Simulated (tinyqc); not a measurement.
Esaki diode in forward bias, two-band WKB: one step of the calculation.

Abrupt p-n junction, depletion approximation. Energies E are counted from the conduction-band edge of the neutral n side; its Fermi level lies at dn, that of the p side at dn - V, and the valence-band edge of the neutral p side at Em = dn + dp - V. Tunnelling needs 0 < E < Em. Two-band dispersion with equal masses m: inside the gap kappa = sqrt(m u (1 - u/Eg)/C), u the distance from a band edge, C = hbar^2/(2 m0).

Task. Width, field and exponent. W = sqrt(2 eps0 eps_r (Vbi - V)(1/Na + 1/Nd)/q), mean field F = (Vbi - V)/W, peak field 2 F. In a uniform field F the exponent is S = pi sqrt(m/C) Eg^1.5/(4 F). Transverse energy Et = C kt^2/m raises it to S (1 + 4 Et/Eg), so T = exp(-S) exp(-Et/Eb) with Eb = Eg/(4 S). KJ = (2 q^2/h) m/(4 pi C) (times 1e14 for A/cm^2 per eV^2).

Parameters, values chosen for the exercise; band and dielectric values close to those of gallium arsenide: band gap Eg = 1.45 eV; relative permittivity eps_r = 12.9; band-edge mass of the two-band model m = 0.066 m0; acceptor density Na = 2.4e19 cm^-3; donor density Nd = 4.4e19 cm^-3; bias of the p side V = 0.43 V.

Constants: q = 1.602176634e-19 C, hbar = 1.054571817e-34 J s, m0 = 9.1093837015e-31 kg, eps0 = 8.8541878128e-14 F/cm where lengths are in cm, hbar^2/(2 m0) = 0.0380998212 eV nm^2. Results are converted to the units shown.

Vbi = 2.1675881 V

Give: W; mean field; S; exp(-S); Eb; tunnelling length Eg/F.

Result.

W = 12.63 nm
mean field = 1.376 MV/cm
S = 13.12
exp(-S) = 2.005e-6
Eb = 27.63 meV
tunnelling length Eg/F = 10.54 nm

Range of the model: Parabolic densities of states, no band tails and no gap narrowing, all of which matter at such doping.

Numbers from tinyqc (`OMP_NUM_THREADS=1 python tinyqc.py 2620143 2620144 out.jsonl`; about 0.02 s on one thread of a shared Intel Xeon 2.30GHz).
